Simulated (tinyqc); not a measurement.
Thermal and gravitational stress in a wafer during furnace and rapid thermal processing, and the onset of slip: one step, computed by the program tinyqc. Command: `OMP_NUM_THREADS=1 python tinyqc.py 3005428 3005429 out.jsonl slip walk`. One thread of a shared host (Intel(R) Xeon(R) Processor @ 2.30GHz), about 0.01 s of CPU time with the checks.

A thin free disc in plane stress, isotropic; T(r) = T_centre + dT (r/R)^n with n = 2. Stress is positive in tension; sigma_SB = 5.670374419e-8 W/(m^2 K^4), g = 9.80665 m/s^2.

Problem. Resolved stress round the edge. At the edge the stress is uniaxial along the tangent d = (cos phi, sin phi, 0) of a (001) wafer; the Schmid factor is the largest |(d.n)(d.b)| over the twelve {111}<110> systems.

Inputs (values chosen for the exercise, modelled on silicon): edge less centre temperature dT = 35 K.

Temperature profile: parabolic.

hoop stress at the edge = -11.62035 MPa

Give: Schmid factor and resolved stress at phi = 0, 7.5, 15, 22.5, 30, 37.5 and 45 degrees from [100].

Solution.

Schmid factor and resolved stress at phi = 0, 7.5, 15, 22.5, 30, 37.5 and 45 degrees from [100]:
```
phi from [100] (degrees),Schmid factor,resolved stress (MPa)
0.0,0.4082,4.744
7.5,0.4541,5.277
15.0,0.4830,5.612
22.5,0.4928,5.727
30.0,0.4830,5.612
37.5,0.4541,5.277
45.0,0.4082,4.744
```

The factor is 1/sqrt(6) = 0.408 along <100> and <110> and peaks at 0.4928 at 22.5 degrees, so slip, if any, starts at eight places between these directions.
